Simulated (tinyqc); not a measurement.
Inside a calculation. Method: UHF in the 6-311g basis, for H2-, spin multiplicity 2. The basis has no diffuse functions, so it cannot describe the extra electron: this is an exercise in the method, not the real anion. One step of it, computed by the program tinyqc.

Problem. Iteration 2: building the Fock matrix. J_ij = sum D_kl (ij|kl) with D = D(alpha) + D(beta), K_ij = sum D_kl (ik|jl) for each spin; F = H + J - K(s); E = tr D H + tr D J / 2 - 0.5 sum_s tr D(s) K(s) + E_nn.

D(alpha) after iteration 1, order 1H 1s, 1H 2s, 1H 3s, 2H 1s, 2H 2s, 2H 3s:
$$\begin{pmatrix}
0.051078 & 0.130735 & 0.138588 & -0.035439 & -0.091856 & -0.084719 \\
0.130735 & 0.334668 & 0.354225 & -0.091856 & -0.238013 & -0.220301 \\
0.138588 & 0.354225 & 0.380969 & -0.084719 & -0.220301 & -0.195406 \\
-0.035439 & -0.091856 & -0.084719 & 0.051078 & 0.130735 & 0.138588 \\
-0.091856 & -0.238013 & -0.220301 & 0.130735 & 0.334668 & 0.354225 \\
-0.084719 & -0.220301 & -0.195406 & 0.138588 & 0.354225 & 0.380969
\end{pmatrix}$$

D(beta) after iteration 1, order 1H 1s, 1H 2s, 1H 3s, 2H 1s, 2H 2s, 2H 3s:
$$\begin{pmatrix}
0.003019 & 0.010616 & 0.019008 & 0.003019 & 0.010616 & 0.019008 \\
0.010616 & 0.037326 & 0.066831 & 0.010616 & 0.037326 & 0.066831 \\
0.019008 & 0.066831 & 0.119660 & 0.019008 & 0.066831 & 0.119660 \\
0.003019 & 0.010616 & 0.019008 & 0.003019 & 0.010616 & 0.019008 \\
0.010616 & 0.037326 & 0.066831 & 0.010616 & 0.037326 & 0.066831 \\
0.019008 & 0.066831 & 0.119660 & 0.019008 & 0.066831 & 0.119660
\end{pmatrix}$$

core Hamiltonian H = T + V (hartree), order 1H 1s, 1H 2s, 1H 3s, 2H 1s, 2H 2s, 2H 3s:
$$\begin{pmatrix}
-0.292229 & -0.854421 & -0.589877 & -0.217955 & -0.414467 & -0.419172 \\
-0.854421 & -0.898551 & -0.759311 & -0.414467 & -0.607642 & -0.609358 \\
-0.589877 & -0.759311 & -0.752238 & -0.419172 & -0.609358 & -0.660675 \\
-0.217955 & -0.414467 & -0.419172 & -0.292229 & -0.854421 & -0.589877 \\
-0.414467 & -0.607642 & -0.609358 & -0.854421 & -0.898551 & -0.759311 \\
-0.419172 & -0.609358 & -0.660675 & -0.589877 & -0.759311 & -0.752238
\end{pmatrix}$$

Two-electron integrals (ij|kl) in chemists' order, unique and non-zero (hartree):
```
(11|11) 1.393035   (21|11) 0.822971   (21|21) 0.509703   (22|11) 0.822904
(22|21) 0.543028   (22|22) 0.644106   (31|11) 0.411256   (31|21) 0.257757
(31|22) 0.279868   (31|31) 0.130794   (32|11) 0.543681   (32|21) 0.365771
(32|22) 0.452669   (32|31) 0.189803   (32|32) 0.325140   (33|11) 0.494021
(33|21) 0.340115   (33|22) 0.445993   (33|31) 0.178035   (33|32) 0.331779
(33|33) 0.361682   (41|11) 0.058588   (41|21) 0.038598   (41|22) 0.045194
(41|31) 0.019863   (41|32) 0.031451   (41|33) 0.030453   (41|41) 0.005321
(42|11) 0.141296   (42|21) 0.097748   (42|22) 0.127330   (42|31) 0.051190
(42|32) 0.093290   (42|33) 0.097412   (42|41) 0.015283   (42|42) 0.055832
(43|11) 0.129847   (43|21) 0.090644   (43|22) 0.121451   (43|31) 0.047658
(43|32) 0.090619   (43|33) 0.097694   (43|41) 0.014183   (43|42) 0.056064
(43|43) 0.058356   (44|11) 0.485019   (44|21) 0.341555   (44|22) 0.468907
(44|31) 0.180255   (44|32) 0.354100   (44|33) 0.387298   (44|41) 0.058588
(44|42) 0.256715   (44|43) 0.272669   (44|44) 1.393035   (51|11) 0.256715
(51|21) 0.161304   (51|22) 0.175791   (51|31) 0.081908   (51|32) 0.119365
(51|33) 0.112130   (51|41) 0.015283   (51|42) 0.039838   (51|43) 0.036775
(51|44) 0.141296   (51|51) 0.055832   (52|11) 0.346080   (52|21) 0.233158
(52|22) 0.289054   (52|31) 0.121036   (52|32) 0.207638   (52|33) 0.211673
(52|41) 0.026709   (52|42) 0.085513   (52|43) 0.084105   (52|44) 0.346080
(52|51) 0.085513   (52|52) 0.161644   (53|11) 0.297864   (53|21) 0.204912
(53|22) 0.267604   (53|31) 0.107216   (53|32) 0.198247   (53|33) 0.213697
(53|41) 0.024622   (53|42) 0.087348   (53|43) 0.089954   (53|44) 0.378779
(53|51) 0.076119   (53|52) 0.158855   (53|53) 0.167576   (54|11) 0.341555
(54|21) 0.239760   (54|22) 0.326552   (54|31) 0.126359   (54|32) 0.246072
(54|33) 0.269570   (54|41) 0.038598   (54|42) 0.161304   (54|43) 0.171187
(54|44) 0.822971   (54|51) 0.097748   (54|52) 0.233158   (54|53) 0.255531
(54|54) 0.509703   (55|11) 0.468907   (55|21) 0.326552   (55|22) 0.438707
(55|31) 0.171631   (55|32) 0.329957   (55|33) 0.364316   (55|41) 0.045194
(55|42) 0.175791   (55|43) 0.186388   (55|44) 0.822904   (55|51) 0.127330
(55|52) 0.289054   (55|53) 0.318275   (55|54) 0.543028   (55|55) 0.644106
(61|11) 0.272669   (61|21) 0.171187   (61|22) 0.186388   (61|31) 0.086909
(61|32) 0.126536   (61|33) 0.118850   (61|41) 0.014183   (61|42) 0.036775
(61|43) 0.034157   (61|44) 0.129847   (61|51) 0.056064   (61|52) 0.084105
(61|53) 0.074707   (61|54) 0.090644   (61|55) 0.121451   (61|61) 0.058356
(62|11) 0.378779   (62|21) 0.255531   (62|22) 0.318275   (62|31) 0.132731
(62|32) 0.229419   (62|33) 0.235526   (62|41) 0.024622   (62|42) 0.076119
(62|43) 0.074707   (62|44) 0.297864   (62|51) 0.087348   (62|52) 0.158855
(62|53) 0.154774   (62|54) 0.204912   (62|55) 0.267604   (62|61) 0.089954
(62|62) 0.167576   (63|11) 0.371904   (63|21) 0.256867   (63|22) 0.339788
(63|31) 0.134628   (63|32) 0.254262   (63|33) 0.280622   (63|41) 0.026126
(63|42) 0.089171   (63|43) 0.091546   (63|44) 0.371904   (63|51) 0.089171
(63|52) 0.179669   (63|53) 0.189023   (63|54) 0.256867   (63|55) 0.339788
(63|61) 0.091546   (63|62) 0.189023   (63|63) 0.233892   (64|11) 0.180255
(64|21) 0.126359   (64|22) 0.171631   (64|31) 0.066560   (64|32) 0.129256
(64|33) 0.141720   (64|41) 0.019863   (64|42) 0.081908   (64|43) 0.086909
(64|44) 0.411256   (64|51) 0.051190   (64|52) 0.121036   (64|53) 0.132731
(64|54) 0.257757   (64|55) 0.279868   (64|61) 0.047658   (64|62) 0.107216
(64|63) 0.134628   (64|64) 0.130794   (65|11) 0.354100   (65|21) 0.246072
(65|22) 0.329957   (65|31) 0.129256   (65|32) 0.248554   (65|33) 0.276682
(65|41) 0.031451   (65|42) 0.119365   (65|43) 0.126536   (65|44) 0.543681
(65|51) 0.093290   (65|52) 0.207638   (65|53) 0.229419   (65|54) 0.365771
(65|55) 0.452669   (65|61) 0.090619   (65|62) 0.198247   (65|63) 0.254262
(65|64) 0.189803   (65|65) 0.325140   (66|11) 0.387298   (66|21) 0.269570
(66|22) 0.364316   (66|31) 0.141720   (66|32) 0.276682   (66|33) 0.315344
(66|41) 0.030453   (66|42) 0.112130   (66|43) 0.118850   (66|44) 0.494021
(66|51) 0.097412   (66|52) 0.211673   (66|53) 0.235526   (66|54) 0.340115
(66|55) 0.445993   (66|61) 0.097694   (66|62) 0.213697   (66|63) 0.280622
(66|64) 0.178035   (66|65) 0.331779   (66|66) 0.361682
```

nuclear repulsion = 0.48548368 hartree

Give: Coulomb J; exchange K(alpha); exchange K(beta); F(alpha); F(beta); total energy of this density.

Solution.

Coulomb J (hartree), order 1H 1s, 1H 2s, 1H 3s, 2H 1s, 2H 2s, 2H 3s:
$$\begin{pmatrix}
1.771 & 1.187 & 0.616 & 0.119 & 0.407 & 0.418 \\
1.187 & 1.486 & 1.083 & 0.407 & 0.781 & 0.804 \\
0.616 & 1.083 & 1.144 & 0.418 & 0.804 & 0.954 \\
0.119 & 0.407 & 0.418 & 1.771 & 1.187 & 0.616 \\
0.407 & 0.781 & 0.804 & 1.187 & 1.486 & 1.083 \\
0.418 & 0.804 & 0.954 & 0.616 & 1.083 & 1.144
\end{pmatrix}$$

exchange K(alpha) (hartree), order 1H 1s, 1H 2s, 1H 3s, 2H 1s, 2H 2s, 2H 3s:
$$\begin{pmatrix}
0.562 & 0.534 & 0.369 & 0.023 & 0.159 & 0.226 \\
0.534 & 0.615 & 0.486 & 0.159 & 0.315 & 0.360 \\
0.369 & 0.486 & 0.429 & 0.226 & 0.360 & 0.372 \\
0.023 & 0.159 & 0.226 & 0.562 & 0.534 & 0.369 \\
0.159 & 0.315 & 0.360 & 0.534 & 0.615 & 0.486 \\
0.226 & 0.360 & 0.372 & 0.369 & 0.486 & 0.429
\end{pmatrix}$$

exchange K(beta) (hartree), order 1H 1s, 1H 2s, 1H 3s, 2H 1s, 2H 2s, 2H 3s:
$$\begin{pmatrix}
0.208 & 0.257 & 0.217 & 0.108 & 0.189 & 0.193 \\
0.257 & 0.371 & 0.341 & 0.189 & 0.313 & 0.316 \\
0.217 & 0.341 & 0.334 & 0.193 & 0.316 & 0.322 \\
0.108 & 0.189 & 0.193 & 0.208 & 0.257 & 0.217 \\
0.189 & 0.313 & 0.316 & 0.257 & 0.371 & 0.341 \\
0.193 & 0.316 & 0.322 & 0.217 & 0.341 & 0.334
\end{pmatrix}$$

F(alpha) (hartree), order 1H 1s, 1H 2s, 1H 3s, 2H 1s, 2H 2s, 2H 3s:
$$\begin{pmatrix}
0.917 & -0.201 & -0.343 & -0.122 & -0.167 & -0.227 \\
-0.201 & -0.028 & -0.162 & -0.167 & -0.142 & -0.165 \\
-0.343 & -0.162 & -0.037 & -0.227 & -0.165 & -0.079 \\
-0.122 & -0.167 & -0.227 & 0.917 & -0.201 & -0.343 \\
-0.167 & -0.142 & -0.165 & -0.201 & -0.028 & -0.162 \\
-0.227 & -0.165 & -0.079 & -0.343 & -0.162 & -0.037
\end{pmatrix}$$

F(beta) (hartree), order 1H 1s, 1H 2s, 1H 3s, 2H 1s, 2H 2s, 2H 3s:
$$\begin{pmatrix}
1.270 & 0.076 & -0.191 & -0.207 & -0.197 & -0.194 \\
0.076 & 0.216 & -0.017 & -0.197 & -0.139 & -0.121 \\
-0.191 & -0.017 & 0.058 & -0.194 & -0.121 & -0.029 \\
-0.207 & -0.197 & -0.194 & 1.270 & 0.076 & -0.191 \\
-0.197 & -0.139 & -0.121 & 0.076 & 0.216 & -0.017 \\
-0.194 & -0.121 & -0.029 & -0.191 & -0.017 & 0.058
\end{pmatrix}$$

total energy of this density = -0.88970 hartree
